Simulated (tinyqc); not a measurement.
Six-band hole subbands of a thin body in a field: one step. The matrix for one sine at q = 0.

Basis X, Y, Z times spin, hole energies counted downwards from the unstrained edge (the hydrostatic shift is left out), c = hbar^2/2m0. For a symmetric tensor T let C(T) have C_XX = L Txx + M (Tyy + Tzz), C_XY = N Txy (cyclic), L = c (g1 + 4 g2), M = c (g1 - 2 g2), N = 6 c g3. k = q + kz n, n the unit normal, q = k1 u + k2 v with u along the channel [1-10] and v = n x u. H = C(k k^T) + (Dso/3)(1 - L.sigma) - B + e F z with (L_k)_ij = -i epsilon_kij; B is the block C built from the traceless strain with 2b, -b and sqrt(3) d in place of L, M, N. Strain: exx = eyy = (s11 + s12) sx/2, ezz = s12 sx, exy = -s44 sx/4. Hard walls at z = 0 and t; basis sin(j pi z/t), j = 1 to Nz: kz^2 = (j pi/t)^2, kz = -i D with D_jl = 4 j l/(t (j^2 - l^2)), z_jj = t/2 and z_jl = -8 t j l/(pi (j^2 - l^2))^2 for j + l odd; 1 MV/cm = 0.01 eV/angstrom.

Constants: hbar^2/2m0 = 3.80998211 eV angstrom^2.

Values chosen for the exercise (near those of a p-type Si channel; shifted at random, so the results belong to these values and not to a real crystal):
```
symbol  value                unit      meaning
g1      4.3                            Luttinger gamma1
g2      0.34                           gamma2
g3      1.45                           gamma3
Dso     0.043                eV        spin-orbit splitting
b       -2.12                eV        tetragonal potential
d       -4.71                eV        trigonal potential
S       (7.6, -2.13, 12.48)  1/TPa     compliances s11, s12, s44
face    110                            surface
t       60                   angstrom  body thickness
F       0.8                  MV/cm     field across the body
sx      -1.5                 GPa       stress along the channel [1-10], negative in compression
```

Question. Nz = 1, in meV.

Give: H.

Answer.

H (meV), rows X+, Y+, Z+, X-, Y-, Z- and columns alike:
$$\begin{pmatrix}
287.33 & 83.62+14.33i & 0 & 0 & 0 & -14.33 \\
83.62-14.33i & 287.33 & 0 & 0 & 0 & 14.33i \\
0 & 0 & 323.09 & 14.33 & -14.33i & 0 \\
0 & 0 & 14.33 & 287.33 & 83.62-14.33i & 0 \\
0 & 0 & 14.33i & 83.62+14.33i & 287.33 & 0 \\
-14.33 & -14.33i & 0 & 0 & 0 & 323.09
\end{pmatrix}$$

Computed by tinyqc, a small Python program: `OMP_NUM_THREADS=1 python tinyqc.py 1282461 1282462 out.jsonl` (the numbers bound the seed that draws the inputs); one thread of a shared host (Intel(R) Xeon(R) Processor @ 2.30GHz), about 0.4 s for the whole set of steps.
